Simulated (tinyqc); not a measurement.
X-ray photoelectron analysis of a thin oxide on a semiconductor: attenuation lengths, thickness, angle series and band offsets: one step, computed by the program tinyqc. Command: `OMP_NUM_THREADS=1 python tinyqc.py 3110073 3110074 out.jsonl xps walk`. One thread of a shared host (Intel(R) Xeon(R) Processor @ 2.30GHz), about 0.01 s of CPU time with the checks.

The same element is seen in the oxide and in the substrate, at nearly the same kinetic energy; films are flat and uniform, and the work function is ignored.

Problem. Band offsets by core levels. Valence band offset = (E_core - E_v)(substrate) - (E_core - E_v)(oxide) + (core level separation at the interface, oxide less substrate). The separation is made here from the given offset; a uniform field F that raises the binding energy towards the surface shifts the oxide peak by e F <z>, <z> = d/(1 - exp(-x)) - d/x, x = d/(L_o cos theta), being the mean distance from the interface. Conduction band offset = oxide gap - substrate gap - valence band offset.

Inputs (values chosen for the exercise, modelled on SiO2 on silicon):
```
quantity,value,unit
oxide gap,8.98,eV
substrate gap,1.12,eV
oxide thickness d,2.1,nm
valence band offset used to make the data,4.62,eV
"core level less valence band top, substrate",98.83,eV
"core level less valence band top, thick oxide",98.61,eV
field in the oxide,0.14,MV/cm
```

d/(L_o cos theta) = 1.198775

Give: separation without field; <z>; separation with field; apparent valence band offset; true conduction band offset; apparent conduction band offset.

Solution.

separation without field = 4.4 eV

<z> = 1.2549 nm

separation with field = 4.4176 eV

apparent valence band offset = 4.6376 eV

true conduction band offset = 3.24 eV

apparent conduction band offset = 3.2224 eV

The field biases both offsets by 0.018 eV, in opposite directions.
